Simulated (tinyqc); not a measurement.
Two-step dopant diffusion (predeposition and drive-in) with a constant diffusivity: one step, computed by the program tinyqc.

Fick diffusion into a half space x > 0 whose background doping C_B is of the opposite type, so that a junction lies where C = C_B.

Problem. Diffusivities. D = D0 exp(-E/(k_B T)). Temperatures in kelvin are T(C) + 273.15. Times in seconds are 60 times the minutes.

Inputs (values chosen for the exercise, modelled on phosphorus in silicon):
```
quantity                      value    unit
prefactor D0                   5.48  cm^2/s
activation energy E            3.69      eV
predeposition temperature T1    875       C
predeposition time t1             5     min
drive-in temperature T2        1000       C
```

Constants: k_B = 8.617333262e-05 eV/K.

Give: D1; D2; product D1 t1.

Solution.

D1 = 3.480e-16 cm^2/s

D2 = 1.355e-14 cm^2/s

product D1 t1 = 1.044e-13 cm^2
